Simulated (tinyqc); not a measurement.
Sheet resistance and Hall data of a diffused or implanted layer: one step, computed by the program tinyqc.

Carriers are taken equal to the net active doping down to the junction (full ionisation, which deep dopants in wide-gap hosts do not reach; no spill-over, no depletion), and the Hall factor is 1.

Problem. What the probes read. Collinear four-point probe on a large thin layer: V = I R_s ln(2)/pi. Van der Pauw on a symmetric sample: R = R_s ln(2)/pi as well. Hall voltage V_H = I B/(e x Hall sheet density); tangent of the Hall angle V_H/(I R_s).

Inputs (values chosen for the exercise, modelled on nitrogen in 4H-SiC): probe current I = 1 mA; magnetic field B = 1 T.

Profile: complementary error function. Activation: complete.

sheet resistance R_s = 2347.900 ohm

Hall sheet density = 1.460433e+13 1/cm^2

Constants: e = 1.602176634e-19 C.

Give: four-point voltage; Hall voltage; tangent of the Hall angle.

Solution.

four-point voltage = 518.0 mV

Hall voltage = 42.74 mV

tangent of the Hall angle = 0.01820
